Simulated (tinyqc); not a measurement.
Changing the wafer spacing s: thermal and gravitational stress in a wafer during furnace and rapid thermal processing, and the onset of slip. Computed by tinyqc, a small Python program. Command: `OMP_NUM_THREADS=1 python tinyqc.py 3009210 3009211 out.jsonl slip sweep`. One thread of a shared host (Intel(R) Xeon(R) Processor @ 2.30GHz), about 0.01 s of CPU time with the checks.

A thin free disc in plane stress, isotropic; T(r) = T_centre + dT (r/R)^n. Stress is positive in tension; sigma_SB = 5.670374419e-8 W/(m^2 K^4), g = 9.80665 m/s^2.

Inputs (values chosen for the exercise, for a model wafer):
```
quantity                              value        unit
wafer radius R                          100          mm
thickness t                             725  micrometre
Young's modulus E                       152         GPa
expansion alpha                        4.43      1e-6/K
temperature T                          1150           K
prefactor A of the critical stress  0.00054         MPa
energy U of the critical stress        1.03          eV
density rho                            2330      kg/m^3
heat capacity c                         938    J/(kg K)
conductivity k                         25.4     W/(m K)
ramp rate                               1.9       K/min
```

Constants: k_B = 8.617333262e-05 eV/K.

Method. Critical resolved stress tau_c = A exp(U/(k_B T)), a form chosen for the exercise; slip when 0.492799 |s_tt(R)| > tau_c; allowed |dT| = tau_c (n + 2)/(0.492799 n alpha E). In a stack heated from the rim, heat flows inward by conduction and by radiation between wafers: k_eff = k + (16/3) sigma_SB T^3 s^2/t (a diffusion estimate with the spacing as path length). A steady ramp gives the parabolic lag dT = rho c (ramp) R^2/(4 k_eff); the allowed ramp uses n = 2.

One run for each value:
```
wafer spacing s (mm)  allowed ramp rate (K/min)  k_eff (W/(m K))  lag of the centre (K)
2.0                                        32.6             27.9                  6.193
4.3                                        43.3             37.1                  4.660
6.4                                        60.0             51.4                  3.367
9.4                                        95.1             81.5                  2.124
14.0                                      174.7            149.7                  1.155
20.0                                      325.8            279.2                  0.620
30.0                                      695.9            596.4                  0.290
```

Give the missing row, wafer spacing s (mm) = 2.9.

Computed row:
```
wafer spacing s (mm)  allowed ramp rate (K/min)  k_eff (W/(m K))  lag of the centre (K)
2.9                                        35.9             30.7                  5.629
```

Interpolating between the two neighbouring rows (the first column on a logarithmic scale, the others too where they are positive) misses most in k_eff (W/(m K)), by 4.4 %. Over the rows, allowed ramp rate (K/min) rises from 32.6 to 696 (exponent d ln y / d ln x 0.26 between the first rows and 1.9 between the last); k_eff (W/(m K)) rises from 27.9 to 596 (exponent d ln y / d ln x 0.26 between the first rows and 1.9 between the last); lag of the centre (K) falls from 6.19 to 0.290 (exponent d ln y / d ln x -0.26 between the first rows and -1.9 between the last).
